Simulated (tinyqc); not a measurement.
Changing the thickness t: domain walls in a thin film with perpendicular anisotropy: Bloch, Neel and chiral walls, motion and stripe domains. Computed by tinyqc, a small Python program. Command: `OMP_NUM_THREADS=1 python tinyqc.py 3022863 3022864 out.jsonl mwall sweep`. One thread of a shared host (Intel(R) Xeon(R) Processor @ 2.30GHz), about 0.02 s of CPU time with the checks.

One-dimensional wall: polar angle theta(x), azimuth phi of the moment in the wall (phi = 0 Neel, 90 degrees Bloch). mu_0 = 1.25663706212e-6 T m/A, gamma = 1.76085963023e11 rad/(s T).

Inputs (values chosen for the exercise, for a model film):
```
quantity                      value    unit
saturation magnetisation M_s   1220    kA/m
exchange stiffness A            9.5    pJ/m
uniaxial anisotropy K_u        1020  kJ/m^3
DMI constant D                0.096  mJ/m^2
```

Method:
- K_eff = K_u - mu_0 M_s^2/2; Delta = sqrt(A/K_eff); sigma_0 = 4 sqrt(A K_eff); profile theta = 2 arctan exp(x/Delta); quality factor Q = 2 K_u/(mu_0 M_s^2).
- sigma(phi) = sigma_0 + 2 Delta K_D cos^2(phi) - pi D cos(phi), with the wall shape anisotropy K_D = N_x mu_0 M_s^2/2, N_x = t ln 2/(pi Delta). The minimum has cos(phi) = D/D_N for D < D_N = 4 Delta K_D/pi and phi = 0 beyond; sigma turns negative at D_c = (sigma_0 + 2 Delta K_D)/pi.
- Dipolar length l = sigma/(mu_0 M_s^2); for t much smaller than the period the domain width is w = 0.955 t exp(pi l/t) (Kaplan and Gehring), given as log10 of w in nm.

One run for each value:
```
thickness t (nm)  D_N (mJ/m^2)  wall energy sigma (mJ/m^2)  log10 of the domain width in nm
0.50                    0.1314                      3.4802                           4.7564
0.69                    0.1813                      3.5106                           3.5302
0.97                    0.2548                      3.5336                           2.6242
1.30                    0.3415                      3.5480                           2.0849
1.90                    0.4992                      3.5614                           1.6261
2.60                    0.6831                      3.5692                           1.3964
3.60                    0.9458                      3.5751                           1.2607
5.00                    1.3136                      3.5794                           1.2012
```

Describe and explain the trends.

Over the rows, D_N (mJ/m^2) rises from 0.131 to 1.31 (exponent d ln y / d ln x about 1.0 throughout); wall energy sigma (mJ/m^2) rises from 3.48 to 3.58 (exponent d ln y / d ln x 0.027 between the first rows and 0.0036 between the last); log10 of the domain width in nm falls from 4.76 to 1.20. D, K_u and M_s are held fixed; interface terms in a real film fall as 1/t.

Caution (rows 1.90, 2.60, 3.60, 5.00): the domains are not wide against the wall, so the thin-wall formula fails.

Extremes, crossings and ranges named in words are read from the listed rows.
